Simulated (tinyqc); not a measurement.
Worked calculation: composition and strain of an epitaxial Si(1-x)Ge(x) layer from Raman and X-ray peaks. Computed by tinyqc, a small Python program that keeps every step. Command: `OMP_NUM_THREADS=1 python tinyqc.py 3014505 3014506 out.jsonl epiraman walk`. One thread of a shared host (Intel(R) Xeon(R) Processor @ 2.30GHz), about 0.01 s of CPU time with the checks. Intermediate numbers are printed to about 6 digits and carried at full precision; extremes and crossings named in words are read from the listed rows.

A (001) layer, biaxially strained in the plane. The Raman peaks follow empirical lines omega = w0 + c1 x + c3 x^3 + b eps (c3 for Si-Ge alone), with eps the in-plane strain.

Inputs (values chosen for the exercise, modelled on silicon-germanium):
```
quantity                        value      unit
Ge fraction x                    0.24         -
degree of relaxation R           0.15         -
lattice constant of Si          5.431  angstrom
lattice constant of Ge          5.658  angstrom
bowing B                        0.028  angstrom
2 C12/C11 of Si                 0.771         -
2 C12/C11 of Ge                  0.75         -
Si-Si: w0                         521      1/cm
Si-Si: c1                         -67      1/cm
Si-Si: strain coefficient b      -768      1/cm
Si-Ge: w0                       399.7      1/cm
Si-Ge: c1                        24.8      1/cm
Si-Ge: c3                       -31.3      1/cm
Si-Ge: strain coefficient b      -565      1/cm
Ge-Ge: w0                       280.5      1/cm
Ge-Ge: c1                        19.2      1/cm
Ge-Ge: strain coefficient b      -458      1/cm
uncertainty of a Raman peak       0.2      1/cm
X-ray wavelength             1.540598  angstrom
```

Substrate: germanium. Pair of peaks used: Si-Si and Ge-Ge.

## Lattice constants and strain

Relaxed lattice constant a(x) = a_Si + (a_Ge - a_Si) x - B x (1 - x). In-plane constant a_par = a_sub + R (a(x) - a_sub); eps = a_par/a(x) - 1; eps_perp = -(2 C12/C11) eps with 2 C12/C11 linear in x; a_perp = a(x) (1 + eps_perp).

relaxed constant a(x) = 5.48037 angstrom

substrate constant a_sub = 5.658 angstrom

a_par = 5.63136 angstrom

in-plane strain eps = 27.5498 per mille

strain along the normal = -21.1020 per mille

a_perp = 5.36473 angstrom

The layer is under tension in the plane and is shortened along the normal. Caution: strains above 2 % survive only in layers a few nanometres thick, and the linear relations lose accuracy.

## Raman peaks

Insert x and eps in the three lines; the strain part is b eps.

Si-Si peak = 483.762 1/cm

Si-Ge peak = 389.654 1/cm

Ge-Ge peak = 272.490 1/cm

strain parts (1/cm): Si-Si -21.1582, Si-Ge -15.5656, Ge-Ge -12.6178

Read as unstrained, the Si-Si peak would give x = 0.556 in place of 0.24.

## X-ray (004) reflection

Bragg angle theta = arcsin(2 lambda/a) for (004), for the substrate with a_sub and the layer with a_perp; separation in arc seconds.

theta of the substrate = 32.9955 degree

theta of the layer = 35.0537 degree

separation, layer less substrate = 7409.40 arcsec

## Back from two peaks to composition and strain

Unknowns x and eps (per mille). Newton steps: J d = (measured - model), J = [d omega/dx, d omega/d eps] for the two peaks; start at x = 0.5, eps = 0; stop when |d| < 1e-9. The peaks are rounded to 0.001 per cm; R = (a(x)(1 + eps) - a_sub)/(a(x) - a_sub).

peaks used (1/cm): Si-Si 483.762, Ge-Ge 272.490

Iterations:
```
step         x  eps (per mille)  residual 1 (1/cm)  residual 2 (1/cm)
0     0.500000           0.0000             -3.738             -17.61
1     0.239994          27.5500              0.000               0.00
```

recovered x = 0.239994

recovered eps = 27.5500 per mille

recovered R = 0.15

## Which pair of peaks is best

For each pair invert J = [d omega/dx, d omega/d eps] at the true x. Independent errors of the given size in both peaks give sigma_x and sigma_eps = uncertainty x (norm of the rows of the inverse of J).

Error propagation:
```
pair               det J     sigma_x  sigma_eps (per mille)
Si-Si and Si-Ge  52.7476  0.00361511               0.264466
Si-Si and Ge-Ge  45.4316  0.00393645               0.306821
Si-Ge and Ge-Ge  1.96676   0.0739610                2.77498
```

The pair Si-Si and Si-Ge fixes x best (sigma_x = 0.0036) and Si-Ge and Ge-Ge worst (0.074), a factor 20. Strain moves all peaks the same way, so a good pair needs different ratios of composition slope to strain coefficient, best of opposite sign; the slopes here are -67, 19.4 and 19.2 per cm for Si-Si, Si-Ge and Ge-Ge. Errors in the coefficients themselves are not counted.

## Relaxation at fixed composition

(004) Bragg angle theta = arcsin(2 lambda/a), with a = a_perp for the layer and a_sub for the substrate; separation = layer less substrate. The apparent x is the one that a fully strained layer (R = 0) would need to give the same a_perp.

Signatures; columns: (1) R; (2) eps (per mille); (3) Si-Si (1/cm); (4) Ge-Ge (1/cm); (5) a_perp (angstrom); (6) (004) separation (arcsec); (7) apparent x if R = 0 is assumed:
```
(1)       (2)      (3)      (4)      (5)      (6)       (7)
0.00  32.4115  480.028  270.264  5.34432  7962.54  0.240000
0.15  27.5498  483.762  272.490  5.36473  7409.40  0.293523
0.30  22.6881  487.496  274.717  5.38513  6861.47  0.346385
0.50  16.2058  492.474  277.686  5.41235  6138.88  0.415880
0.70   9.7235  497.452  280.655  5.43956  5425.24  0.484299
0.85   4.8617  501.186  282.881  5.45996  4895.78  0.534937
1.00   0.0000  504.920  285.108  5.48037  4371.18  0.585019
```

Full relaxation moves the Si-Si peak by +24.89 per cm and shrinks the X-ray separation to 55 % of its strained value, about 1/(1 + 2 C12/C11). A symmetric reflection alone cannot part x from R: a relaxed layer read as strained gives x = 0.585 in place of 0.24. An asymmetric reflection or a second peak is needed.

Checks made by the program: recovered composition (relative difference 2e-05).
